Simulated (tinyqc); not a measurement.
Comparisons within one model: zigzag graphene nanoribbon in tight binding. A value that a table varies takes the place of the one given here.

A zigzag ribbon of N chains, sites A1, B1, A2, ..., BN across it. For each k it is a chain with bonds -2t cos(k/2) (A_n to B_n) and -t (B_n to A_(n+1)), and +D, -D on A and B. A1 and BN are the edge sites; the Dirac points project to k = 2 pi/3.

Inputs chosen for the exercise (near those used for graphene; the results hold for these values, not for the real material): t = 2.71 eV (hopping); D = 0.28 eV (sublattice potential, +D on A and -D on B); Nw = 18 (chains, N of this table); k = 2.47 (k times the period sqrt3 acc); N = 3 (zigzag chains).

## The flat edge band

A ribbon of N = Nw chains: lowest positive level, next level, and weight on the two edge sites per state of the middle pair, along k.

Along k:
```
k/pi  2 cos(k/2)  lowest level (eV)  next (eV)  edge weight
0.50      1.4142            1.25096     1.5065        0.020
0.60      1.1756            0.67555     0.9949        0.042
0.65      1.0450            0.42384     0.7896        0.081
0.70      0.9080            0.29457     0.7092        0.200
0.75      0.7654            0.28015     0.8481        0.415
0.80      0.6180            0.28000     1.1464        0.618
0.85      0.4669            0.28000     1.5101        0.782
0.90      0.3129            0.28000     1.9025        0.902
0.95      0.1569            0.28000     2.3096        0.975
1.00      0.0000            0.28000     2.7244        1.000
```

Beyond k = 2 pi/3 the lowest level sinks towards D = 0.28 eV: it is within 1 meV of that from k/pi = 0.75 on. The edge weight grows from 0.20 at 0.70 to 1 at pi, where the chain breaks into dimers and the next level is sqrt(t^2 + D^2) = 2.7244 eV. So flat a band is sensitive to interactions, which this model leaves out; they matter once they exceed the splitting of the middle pair (2D, or for D = 0 only the small overlap of the two edges).

## Lowest level against width

D = 0; lowest positive level at the given k, and the estimate t x^N (1 - x^2), x = 2 cos(k/2) (a dash if x >= 1).

Level (eV):
```
N     matrix  estimate
2     0.8868    0.6658
3     0.5094    0.4388
4     0.3127    0.2892
5     0.1985    0.1906
6     0.1282    0.1256
8    0.05484   0.05455
10   0.02372   0.02370
14  0.004470  0.004470
```

With x = 0.6590 < 1 the level falls exponentially: from N = 10 to 14 by a factor 0.188, against x^4 = 0.189.

## What each parameter does

The two lowest positive levels at k and the weight on the two edge sites per state of the middle pair. Each row changes one parameter from the base and keeps the others.

Results:
```
case          lowest (eV)  next (eV)  edge weight
base               0.5813     2.7805       0.6907
t = 2.845 eV       0.6036     2.9176       0.6907
N = 4              0.4197     2.2566       0.6324
D = 0.38 eV        0.6355     2.7923       0.6907
k = 2.37           0.7377     2.9252       0.6416
```

The largest shifts from the base row, up to three for each result and ties (the steps differ in size, so this ranks the rows, not the parameters). lowest (eV): N -0.1616, k +0.1565, D +0.0542. next (eV): N -0.5238, k +0.1448, t +0.1371. edge weight: N -0.0583, k -0.0491; unchanged at the printed digits by t and D.

Program tinyqc; command `OMP_NUM_THREADS=1 python tinyqc.py 1452411 1452412 out.jsonl`; about 0.01 s on one thread of a shared Intel(R) Xeon(R) Processor @ 2.30GHz.
